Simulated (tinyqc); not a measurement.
Worked calculation: lattice vibrations of a chain. One step of it, computed by the program tinyqc.

Problem. Frequencies. omega^2 are the eigenvalues; wavenumber = 521.4708 sqrt(eigenvalue) 1/cm.

D(q) (eV/(angstrom^2 u)):
```
[[1.354458, -0.199582+0.774344i],
 [-0.199582-0.774344i, 1.196554]]
```

Give: eigenvalues; wavenumbers; weights |e|^2 of the mass-weighted modes.

Solution.

eigenvalues: [0.472, 2.079]

wavenumbers (1/cm): [358.2, 751.9]

weights |e|^2 of the mass-weighted modes, order atom 1, atom 2:
```
[[0.451, 0.549],
 [0.549, 0.451]]
```
